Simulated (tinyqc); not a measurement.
Thermal boundary conductance by the acoustic and diffuse mismatch models: one step, computed by the program tinyqc.

Each side has one longitudinal and two transverse Debye branches, omega = v q up to q_D = (6 pi^2 n)^(1/3), with n counting all atoms. Scattering at the interface is elastic. Electrons are left out of G, also for metals. Melting is ignored. G refers to the temperatures of the phonons sent towards the interface. Linear branches over all atoms overstate G at high T, most for crystals with several atoms a cell.

Problem. Temperature rise through the stack. In series: Delta T = J (d_1/kappa_1 + R + d_2/kappa_2), with bulk conductivities in the layers and one-dimensional flow.

Inputs (values chosen for the exercise, modelled on tungsten (side 1) and gallium nitride (side 2)):
```
quantity,value,unit
conductivity kappa_1,170,W/(m K)
conductivity kappa_2,202,W/(m K)
temperature T,300,K
thickness d_1,47,nm
thickness d_2,2300,nm
heat flux J,1,kW/cm^2
```

Structure: film on a substrate.

boundary resistance R = 1.080840 m^2 K/GW

Give: temperature drops; total rise Delta T; interface share of film plus interface.

Solution.

temperature drops (K): film 0.002765, interface 0.01081, substrate 0.1139

total rise Delta T = 0.1274 K

interface share of film plus interface = 0.7963

The substrate takes the largest drop, 89 % of the total. Caution: at this temperature short waves carry the heat; linear branches up to q_D overstate their velocity, and inelastic processes, left out here, grow with T. Caution: R from emitted-phonon temperatures is too large for use in series with Fourier layers, by up to a factor of about 2. Caution: layers this thin are often below the phonon free path, where bulk conductivities and independent interfaces no longer hold.
